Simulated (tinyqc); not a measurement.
Critical temperature from a phonon spectrum: McMillan, Allen-Dynes and the linearised Eliashberg equation. Changing the peak energy omega_1. Computed by tinyqc, a small Python program. Command: `OMP_NUM_THREADS=1 python tinyqc.py 3028068 3028069 out.jsonl eliashberg sweep`. One thread of a shared host (Intel(R) Xeon(R) Processor @ 2.30GHz), about 0.06 s of CPU time with the checks.

alpha^2 F(omega) = sum_i (lambda_i omega_i/2) delta(omega - omega_i), so that lambda = 2 int alpha^2 F/omega d omega = sum_i lambda_i.

Inputs (values chosen for the exercise, for a model metal):

| quantity | value | unit |
|---|---|---|
| coupling lambda_1 | 0.32 | - |
| peak energy omega_2 | 33.3 | meV |
| coupling lambda_2 | 0.297 | - |
| Coulomb pseudopotential mu* | 0.12 | - |

Peaks in alpha^2 F: two.

Constants: k_B = 8.617333262e-05 eV/K.

Method:
- omega_log = exp(sum lambda_i ln omega_i / lambda); omega_rms = sqrt(sum lambda_i omega_i^2 / lambda).
- McMillan form: k_B T_c = (omega_log/1.2) exp[-1.04 (1 + lambda)/(lambda - mu* (1 + 0.62 lambda))]. Allen-Dynes multiplies it by f1 f2: f1 = [1 + (lambda/L1)^(3/2)]^(1/3), L1 = 2.46 (1 + 3.8 mu*); f2 = 1 + (omega_rms/omega_log - 1) lambda^2/(lambda^2 + L2^2), L2 = 1.82 (1 + 6.3 mu*) omega_rms/omega_log.
- Linearised Eliashberg equation at omega_n = (2n + 1) pi k_B T, n = 0..N-1: lambda(j) = sum_i lambda_i omega_i^2/(omega_i^2 + (2 pi j k_B T)^2); K_mn = lambda(m - n) + lambda(m + n + 1) - 2 mu*(N) - delta_mn [2m + 1 + lambda(0) + 2 sum_(j=1..m) lambda(j)], with 1/mu*(N) = 1/mu* + ln(omega_rms/omega_N), omega_N = (2N + 1) pi k_B T. T_c is where the largest eigenvalue rho of K is zero.
- N is the smallest integer at or above 8 omega_max/(2 pi k_B T_AD), omega_max the highest peak and T_AD the Allen-Dynes value.

One run for each value:

| peak energy omega_1 (meV) | T_c, Eliashberg (K) | T_c, Allen-Dynes (K) | omega_log (meV) | k_B T_c/omega_log |
|---|---|---|---|---|
| 9.38 | 3.4545 | 4.1369 | 17.261 | 0.017246 |
| 12.10 | 4.1131 | 4.7137 | 19.698 | 0.017994 |
| 15.60 | 4.8557 | 5.3674 | 22.472 | 0.018620 |
| 20.20 | 5.6952 | 6.1251 | 25.695 | 0.019100 |
| 26.10 | 6.6088 | 6.9854 | 29.347 | 0.019406 |

Over the rows, T_c, Eliashberg (K) rises from 3.45 to 6.61 (exponent d ln y / d ln x 0.69 between the first rows and 0.58 between the last); T_c, Allen-Dynes (K) rises from 4.14 to 6.99 (exponent d ln y / d ln x about 0.51 throughout); omega_log (meV) rises from 17.3 to 29.3 (exponent d ln y / d ln x about 0.52 throughout). At fixed lambda_1 a softer peak gives less: very soft phonons do little for T_c. Left out: 4.35 (T_c is too low for a matrix of this size). Left out: 5.62, 7.26 (the run failed its checks).

Extremes, crossings and ranges named in words are read from the listed rows.
